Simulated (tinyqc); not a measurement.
Pariser-Parr-Pople SCF with singles CI, for the molecule C=Cc1ccc(C=C)[nH]1 (SMILES; centres numbered as the heavy atoms are written), step by step. One step of it, computed by the program tinyqc.

Question. PPP integrals. Mataga-Nishimoto: gamma = 14.399645/(R + a), a = 2 x 14.399645/(gamma_rr + gamma_ss); H_rr = -W_r - sum_(s != r) z_s gamma_rs; H_rs = beta for bonds.

Centres (angstrom, eV; a flat drawing with bonds scaled to 1.40 angstrom):
```
centre          x          y  core charge z          W   gamma_rr
1C       3.165000  -1.076000              1  12.740000  10.280000
2C       2.571000   0.192000              1  12.740000  10.280000
3C       1.176000   0.311000              1  12.740000  10.280000
4C       0.452000   1.510000              1  12.740000  10.280000
5C      -0.911000   1.192000              1  12.740000  10.280000
6C      -1.030000  -0.203000              1  12.740000  10.280000
7C      -2.229000  -0.927000              1  12.740000  10.280000
8C      -3.455000  -0.251000              1  12.740000  10.280000
9N       0.260000  -0.748000              2  28.990000  17.520000
```

Resonance integrals (eV):
```
i  j       beta
1  2  -2.390000
2  3  -2.390000
3  4  -2.390000
4  5  -2.390000
5  6  -2.390000
6  7  -2.390000
7  8  -2.390000
6  9  -2.330000
9  3  -2.330000
```

Give: repulsion gamma_rs; core matrix H.

Answer.

repulsion gamma_rs (eV), order 1C, 2C, 3C, 4C, 5C, 6C, 7C, 8C, 9N:
```
[[10.2800, 5.1409, 3.7640, 2.7967, 2.3741, 2.5326, 2.1186, 1.7839, 3.6368],
 [5.1409, 10.2800, 5.1412, 3.6958, 2.8665, 2.8665, 2.2750, 1.9347, 4.0783],
 [3.7640, 5.1412, 10.2800, 5.1402, 3.9278, 3.9281, 2.8663, 2.3739, 5.9109],
 [2.7967, 3.6958, 5.1402, 10.2800, 5.1421, 3.9281, 2.8663, 2.5324, 4.3608],
 [2.3741, 2.8665, 3.9278, 5.1421, 10.2800, 5.1412, 3.6958, 3.3290, 4.3609],
 [2.5326, 2.8665, 3.9281, 3.9281, 5.1412, 10.2800, 5.1402, 3.7634, 5.9103],
 [2.1186, 2.2750, 2.8663, 2.8663, 3.6958, 5.1402, 10.2800, 5.1413, 4.0776],
 [1.7839, 1.9347, 2.3739, 2.5324, 3.3290, 3.7634, 5.1413, 10.2800, 3.0099],
 [3.6368, 4.0783, 5.9109, 4.3608, 4.3609, 5.9103, 4.0776, 3.0099, 17.5200]]
```

core matrix H (eV), order 1C, 2C, 3C, 4C, 5C, 6C, 7C, 8C, 9N:
```
[[-40.5246, -2.3900, 0.0000, 0.0000, 0.0000, 0.0000, 0.0000, 0.0000, 0.0000],
 [-2.3900, -44.8173, -2.3900, 0.0000, 0.0000, 0.0000, 0.0000, 0.0000, 0.0000],
 [0.0000, -2.3900, -51.7033, -2.3900, 0.0000, 0.0000, 0.0000, 0.0000, -2.3300],
 [0.0000, 0.0000, -2.3900, -47.5630, -2.3900, 0.0000, 0.0000, 0.0000, 0.0000],
 [0.0000, 0.0000, 0.0000, -2.3900, -47.9384, -2.3900, 0.0000, 0.0000, 0.0000],
 [0.0000, 0.0000, 0.0000, 0.0000, -2.3900, -51.8609, -2.3900, 0.0000, -2.3300],
 [0.0000, 0.0000, 0.0000, 0.0000, 0.0000, -2.3900, -44.9988, -2.3900, 0.0000],
 [0.0000, 0.0000, 0.0000, 0.0000, 0.0000, 0.0000, -2.3900, -39.6185, 0.0000],
 [0.0000, 0.0000, -2.3300, 0.0000, 0.0000, -2.3300, 0.0000, 0.0000, -64.3356]]
```
